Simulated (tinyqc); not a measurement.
Inside a calculation: deformation-potential model of the Delta valleys of a conduction band. Values are carried at full precision from step to step, so a last printed digit may differ when a step is redone from the rounded ones.

s11 = (C11 + C12)/((C11 - C12)(C11 + 2 C12)), s12 = -C12/((C11 - C12)(C11 + 2 C12)), s44 = 1/C44; exx = s11 sxx + s12 (syy + szz) and cyclic, exy = s44 sxy/2; tension is positive. A uniaxial stress X along the unit vector n is s_ij = X n_i n_j.

Constants: kB = 8.617333262e-05 eV/K; hbar^2/2m0 = 3.80998211 eV angstrom^2.

Values chosen for the exercise (near those of Si; not measured data): C11 = 171.1 GPa; C12 = 64 GPa; C44 = 75.8 GPa; load = uniaxial [110] (kind of stress); X = -0.47 GPa (stress); Xd = 1.05 eV (dilation potential); Xu = 8.97 eV (uniaxial potential); T = 77 K (temperature); ml = 0.903 m0 (longitudinal mass); mt = 0.188 m0 (transverse mass).

## Strain from a uniaxial [110] stress

Form the compliances and the strain.

s11, s12, s44 (1/TPa): 7.3392  -1.9979  13.1926

strain tensor:
```
           x          y         z
x  -0.001255  -0.001550  0.000000
y  -0.001550  -0.001255  0.000000
z   0.000000   0.000000  0.000939
```

## Valley shifts

Valleys with axes along x, y and z, each a pair at +k and -k. Herring-Vogt shift of a valley with unit axis a: dE = Xd tr(e) + Xu a.e.a. Non-degenerate shares n_i = exp(-dE_i/kT)/sum_j exp(-dE_j/kT). Inverse mass tensor of a valley: (1 - a a)/mt + a a/ml; the masses are taken as independent of strain.

Apply the Herring-Vogt formula to each valley.

Xd tr(e) = -1.65 meV

a.e.a: x -0.001255, y -0.001255, z 0.000939

shifts dE (meV): x -12.91, y -12.91, z 6.77

The lowest valleys are x and y, 19.7 meV below the highest; the mean shift over all valleys is (Xd + Xu/3) tr(e) = -6.35 meV.

## Shares of the electrons

Boltzmann factors of the shifts.

kT = 6.635 meV

shares: x 0.4874, y 0.4874, z 0.0251

effective number of valley axes, 1/(largest share) = 2.051

## Conductivity mass tensor

With one scattering time for all valleys the conductivity goes as M = sum_i n_i (inverse mass tensor of valley i); along the unit vector u, 1/m_c = u.M.u. Without stress 1/m_c = (1/ml + 2/mt)/3. Take u along [100].

M (1/m0):
```
       x      y      z
x  3.266  0.000  0.000
y  0.000  3.266  0.000
z  0.000  0.000  5.213
```

m_c along [100] = 0.3062 m0
m_c without stress = 0.2554 m0

The repopulation alone changes the mobility along [100] by -16.6 %; with all electrons in the valleys lightest or heaviest along this direction it would change by +36 or -72 %.

## Effective density of states

Each of the 6 whole valleys has m_d = (ml mt^2)^(1/3) and N = 2 (m_d kT/(4 pi c))^(3/2), c = hbar^2/2m0. Counted from the lowest edge, Nc = N x 2 x sum_i exp(-(dE_i - dE_min)/kT). 1 angstrom^-3 = 1e24 cm^-3.

m_d = 0.3172 m0
N of one valley = 5.829e+17 cm^-3
Nc under stress = 2.392e+18 cm^-3
Nc without stress = 3.498e+18 cm^-3

## Piezoresistance from repopulation

For small stress d(rho)/rho = pi X. For valleys on the cube axes pi11 = -(2/3) Xu (s11 - s12)/kT x (K - 1)/(2K + 1), pi12 = -pi11/2, pi44 = 0, K = ml/mt. For stress along [110]: pi_l = (pi11 + pi12 + pi44)/2 with the current along it and pi_t = (pi11 + pi12 - pi44)/2 with the current along [1-10]. 1/GPa = 100 x 1e-11/Pa.

K = 4.803

pi11, pi12, pi44 (1e-11/Pa): -301.7  150.9  0.0

pi_l, pi_t for [110] (1e-11/Pa): -75.4  -75.4

Only the transfer between valleys is counted; changes of mass and of intervalley scattering add to it in a real crystal.

## Checks

- Conductivity mass at zero stress against 3/(1/ml + 2/mt): both 0.2554122.
- Piezoresistance coefficients by finite differences against the closed form: largest difference 6.3e-07.

(tinyqc, `OMP_NUM_THREADS=1 python tinyqc.py 1050588 1050589 out.jsonl`, Intel(R) Xeon(R) Processor @ 2.30GHz, 1 thread, shared host, about 0.03 s.)
